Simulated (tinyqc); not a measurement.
Thin-film transistor with exponential tail and deep states, accumulation layer: course of the iteration: surface potential by Newton steps.

An undoped film in accumulation, thicker than the space-charge layer. With band bending psi the Fermi level lies E0 - psi below the band edge. Free electrons n = n0 exp(psi/Vt) carry the current; electrons in two exponential distributions of traps, a = a0 exp(psi/Va) and d = d0 exp(psi/Vp), do not. Linear regime, ohmic contacts, traps in equilibrium.

Va = kB Tt/q, Vp = kB Td/q. G(psi) = sum over the three kinds of c0 [V (exp(psi/V) - 1) - psi], field F = sqrt(2 q G/(eps0 eps_r)); Vg = psi + eps0 eps_r F/Ci at the surface. f = psi + eps0 eps_r F/Ci - Vg, f' = 1 + q rho/(Ci F) with rho = sum c0 (exp(psi/V) - 1); psi(new) = psi - f/f'.

Stop when psi changes by less than 1e-10 V, or after 30 iterations. psi must stay between 0 and 5 V.

Inputs (values chosen for the exercise); values close to those of an organic semiconductor: temperature T = 300 K; relative permittivity of the semiconductor eps_r = 3.2; characteristic temperature of the tail Tt = 410 K; characteristic temperature of the deep states Td = 1360 K; gate capacitance Ci = 35 nF/cm^2; gate voltage above flat band Vg = 9.7 V.

Constants: q = 1.602176634e-19 C, kB = 1.380649e-23 J/K, Vt = kB T/q, eps0 = 8.8541878128e-14 F/cm where lengths are in cm. Results are converted to the units shown.

psi at the start = 0.36 V
n0 = 7.35181e9 cm^-3
a0 = 1.07551e13 cm^-3
d0 = 1.36954e15 cm^-3

Course of the iteration:

| iteration | psi (V) | \|change\| (V) |
|---|---|---|
| 1 | 0.996715 | 0.637 |
| 2 | 0.944175 | 0.0525 |
| 3 | 0.891090 | 0.0531 |
| 4 | 0.837166 | 0.0539 |
| 5 | 0.782046 | 0.0551 |
| 6 | 0.725503 | 0.0565 |
| 7 | 0.668008 | 0.0575 |
| 8 | 0.611996 | 0.0560 |
| 9 | 0.563771 | 0.0482 |
| 10 | 0.533181 | 0.0306 |
| 11 | 0.523414 | 9.77e-3 |
| 12 | 0.522625 | 7.90e-4 |
| 13 | 0.522620 | 4.70e-6 |
| 14 | 0.522620 | 1.65e-10 |
| 15 | 0.522620 | 0 |

Did this iteration meet its convergence test, and what does its course show?

Yes. Converged in 15 iterations. At the end the number of correct digits about doubles with each step.

Range of the model: The th form assumes a Fermi level far below the band edge; at the surface it overcounts the filled tail by a factor of about 1.6.

Program tinyqc, `OMP_NUM_THREADS=1 python tinyqc.py 2610112 2610113 out.jsonl`; Intel Xeon 2.30GHz, shared host, one thread, about 0.02 s.
